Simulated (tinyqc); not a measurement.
Free and nearly free electrons in a metal: sweeps and comparisons. A value that a table varies takes the place of the one given here.

The cubic cell holds 4 atoms: n = 4 z/a^3, kF = (3 pi^2 n)^(1/3), EF = c kF^2/m, vF = 2 c kF/(m hbar), c = hbar^2/2m0; rs = (3/(4 pi n))^(1/3)/a0; D(EF) = 3 n/(2 EF).

Two plane waves k and k - G, G = (111) (2 pi/a): H = [[c k^2/m, V], [V, c (k - G)^2/m]] with c = hbar^2/2m0.

Square wire of width w with grain size w: rho/rho0 = 1/(1 - 3 al/2 + 3 al^2 - 3 al^3 ln(1 + 1/al)) + (3/4) (1 - p) l/w, with al = (l/w) Rg/(1 - Rg) (Mayadas-Shatzkes plus the thick-wire form of Fuchs-Sondheimer); l = hbar kF/(n e^2 rho), e = 1.602176634e-19 C.

Constants: hbar^2/2m0 = 3.80998211 eV angstrom^2; hbar = 6.58211957e-16 eV s; a0 (Bohr radius) = 0.5291772105 angstrom.

Inputs chosen for the exercise (near those of Cu, whose d bands this model ignores; the results hold for these values, not for the real material): a = 3.648 angstrom (fcc lattice constant); z = 1 (free electrons an atom); m = 1.03 m0 (mass); rho = 1.9 micro-ohm cm (bulk resistivity); p = 0 (specularity of the surfaces); Rg = 0.2 (reflection at grain boundaries); w = 20 nm (wire width).

## When the Fermi surface touches the face

On the face the lower band is E = c (G^2/4 + q^2)/m - V, q along the face. EF is held at its free value. A neck opens where EF > c G^2/(4m) - V, with radius q; the second band fills where EF > c G^2/(4m) + V.

Necks:

| V (eV) | lower band at the face centre (eV) | neck radius (1/angstrom) | radius/kF |
|---|---|---|---|
| 0.2 | 8.030 | - | - |
| 0.5 | 7.730 | - | - |
| 0.8 | 7.430 | - | - |
| 1.1 | 7.130 | - | - |
| 1.4 | 6.830 | - | - |
| 1.8 | 6.430 | 0.2719 | 0.202 |
| 2.2 | 6.030 | 0.4267 | 0.317 |
| 2.6 | 5.630 | 0.5387 | 0.400 |

EF = 6.703 eV
c G^2/(4m) = 8.230 eV

Contact needs V > 1.527 eV. It is first met at V = 1.8 eV of those listed, and the radius then grows as the square root of the excess, to 0.400 kF at 2.6 eV. EF is held at its free value here; a count of states lowers it as V grows, strongly for V of an eV or more, so the threshold is a lower bound, the radii are upper bounds, and some necks may vanish.

## Resistivity of narrow wires

Wires:

| w (nm) | al | grain term (factor - 1) | surface term | rho (micro-ohm cm) |
|---|---|---|---|---|
| 200 | 0.044 | 0.065 | 0.132 | 2.28 |
| 100 | 0.088 | 0.129 | 0.265 | 2.65 |
| 50 | 0.177 | 0.254 | 0.530 | 3.39 |
| 30 | 0.294 | 0.418 | 0.883 | 4.37 |
| 20 | 0.442 | 0.621 | 1.325 | 5.60 |
| 14 | 0.631 | 0.879 | 1.893 | 7.17 |
| 10 | 0.883 | 1.220 | 2.650 | 9.25 |
| 7 | 1.262 | 1.730 | 3.785 | 12.38 |

l = 35.33 nm

At 7 nm the resistivity is 6.51 times the bulk value; surfaces add more (1.73 from grains, 3.79 from surfaces). It passes twice the bulk value between 50 and 30 nm. The surface formula is meant for w above l = 35 nm, so the rows below that are rough.

## What sets the wire resistivity

All results formed anew. Each row changes one parameter from the base and keeps the others.

Results:

| case | EF (eV) | l (nm) | wire rho (micro-ohm cm) |
|---|---|---|---|
| base | 6.703 | 35.33 | 5.597 |
| a = 3.757 angstrom | 6.320 | 37.47 | 5.819 |
| m = 1.236 m0 | 5.586 | 35.33 | 5.597 |
| rho = 2.28 micro-ohm cm | 6.703 | 29.44 | 5.982 |
| p = 0.3 | 6.703 | 35.33 | 4.841 |
| Rg = 0.14 | 6.703 | 35.33 | 5.194 |
| w = 14 nm | 6.703 | 35.33 | 7.165 |

The largest shifts from the base row, up to three for each result and ties (the steps differ in size, so this ranks the rows, not the parameters). EF (eV): m -1.117, a -0.383; unchanged at the printed digits by rho, p, Rg and w. l (nm): rho -5.89, a +2.14; unchanged at the printed digits by m, p, Rg and w. wire rho (micro-ohm cm): w +1.569, p -0.755, Rg -0.403; unchanged at the printed digits by m. The mass drops out of l at given rho, because vF falls and tau rises by the same factor.

(tinyqc, `OMP_NUM_THREADS=1 python tinyqc.py 1680521 1680522 out.jsonl`, Intel(R) Xeon(R) Processor @ 2.30GHz, 1 thread, shared host, about 0.01 s.)
